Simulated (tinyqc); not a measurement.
# Transfer-length model of a contact, step by step

Program tinyqc, `OMP_NUM_THREADS=1 python tinyqc.py 2760047 2760048 out.jsonl`; Intel Xeon 2.30GHz, shared host, one thread, about 0.01 s. Printed values are rounded.

A metal contact of length d and width W on a thin layer of the same width. The metal has no resistance, the sheet resistance under it equals Rsh, and current enters the layer at the front edge x = 0.

Values chosen for this exercise: contact length d = 0.04 um; contact width W = 6.5 um.

## Straight-line fit

| gap | L (um) | R_T (ohm) |
|---|---|---|
| 1 | 0.19 | 5.2425 |
| 2 | 0.31 | 6.4295 |
| 3 | 0.51 | 9.0192 |
| 4 | 0.82 | 12.277 |

Pairs of such contacts at gaps L have R_T = Rsh L/W + 2 Rc. The values of R_T were made from Rsh and rc with a random scatter of 1 % and are treated as data. Least squares: slope = sum (L - mean L)(R_T - mean R_T)/sum (L - mean L)^2, intercept = mean R_T - slope mean L. Rsh = slope W, Rc = intercept/2, and A = Rc/slope is half the distance from the origin to the zero of the line.

slope = 11.3120 ohm/um
intercept = 3.06680 ohm
Rsh = 73.5281 ohm/sq
Rc = 1.53340 ohm
A = 0.135555 um

## Iteration 1: transfer length

Lt at the start = 0.135555 um

A = Lt coth(d/Lt) is solved for Lt, starting from Lt = A. Newton step for Lt - A tanh(d/Lt) = 0: Lt(new) = Lt - [Lt - A tanh(d/Lt)]/[1 + A d/(Lt cosh(d/Lt))^2].

Lt after iteration 1 = 0.0594800 um

## Iteration 2: transfer length

As before.

Lt after iteration 2 = 0.0694735 um

## Course of the iteration

Stop when Lt changes by less than 1e-9 of itself, or after 40 iterations.

Course of the iteration:

| iteration | Lt (um) | relative change |
|---|---|---|
| 1 | 0.0594800 | 0.561 |
| 2 | 0.0694735 | 0.168 |
| 3 | 0.0699997 | 7.57e-3 |
| 4 | 0.0700009 | 1.80e-5 |
| 5 | 0.0700009 | 1.02e-10 |

Converged in 5 iterations.

## Contact resistivity

converged Lt = 0.0700009 um

rc = Rsh Lt^2. Short cuts: Rsh A^2 (long contact, Lt = A) and Rc W d (short contact, even current).

rc = 3.60297e-9 ohm cm^2
Rsh A^2 = 1.35109e-8 ohm cm^2
Rc W d = 3.98684e-9 ohm cm^2

The extracted rc is 0.083 % above the value 3.6e-9 ohm cm^2 that made the data. The long-contact form is 3.75 times the extracted value and the short-contact form 11 % above it; both can only overstate it.
